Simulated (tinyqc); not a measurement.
# Short-channel transistor, virtual-source model with series resistance: output curve

The current per gate width is the charge at the top of the source barrier (the virtual source) times its velocity times a saturation function; al and be are fitting constants of the model. Units: I in uA/um, Rs in ohm um, so I Rs = 1e-6 I Rs in volts; Q in uC/cm^2, so I = 1e-4 Q vx0 Fsat with vx0 in cm/s.

Intrinsic voltages Vg' = Vgs - I Rs, Vd' = Vds - 2 I Rs. n = n0 + nd Vd', VT = VT0 - dl Vd', Ff = 1/(1 + exp((Vg' - VT + al Vt/2)/(al Vt))), Q = Cinv n Vt ln(1 + exp((Vg' - VT + al Vt Ff)/(n Vt))), Vdsat = (vx0 L/mu)(1 - Ff) + Vt Ff, Fsat = u/(1 + u^be)^(1/be) with u = Vd'/Vdsat, and I = Q vx0 Fsat per width. I is solved self-consistently. gds = dI/dVds, gm = dI/dVgs.

Inputs (values chosen for the exercise): temperature T = 293 K; inversion capacitance Cinv = 2.16 uF/cm^2; velocity at the virtual source vx0 = 6.24e6 cm/s; apparent mobility mu = 120 cm^2/(V s); channel length L = 25 nm; threshold at zero drain voltage VT0 = 0.45 V; drain-induced barrier lowering dl = 0.173 V/V; subthreshold factor n0 = 1.32; growth of n with drain voltage nd = 0 1/V; threshold shift (in units of Vt) from weak to strong inversion al = 3.5; sharpness of saturation be = 1.6; series resistance of each contact Rs = 50 ohm um; gate voltage Vgs = 0.7 V.

Constants: q = 1.602176634e-19 C, kB = 1.380649e-23 J/K, Vt = kB T/q. Results are converted to the units shown.

Output curve:
```
Vds (V)	I (uA/um)	Fsat	gds (uS/um)	gain gm/gds
0.08	148.1	0.4279	1477	0.2951
0.16	239.1	0.6711	855.5	0.8680
0.23	287.9	0.7828	572.1	1.574
0.31	326.5	0.8536	413.2	2.433
0.39	356.1	0.8944	334.7	3.189
0.47	381.0	0.9199	292.4	3.784
0.54	400.7	0.9351	270.4	4.181
0.62	421.6	0.9474	254.3	4.522
0.7	441.5	0.9564	244.0	4.774
```

What does the table show?

The current rises from 148 to 442 uA/um as Fsat rises from 0.428 to 0.956; gds falls from 1480 to 244 uS/um. The gain ends at 4.77, against 1/dl = 5.78 for a current that depends on Vds through barrier lowering alone; it falls short because Fsat is still growing.

Program tinyqc, `OMP_NUM_THREADS=1 python tinyqc.py 2380004 2380005 out.jsonl`; Intel Xeon 2.30GHz, shared host, one thread, about 0.01 s.
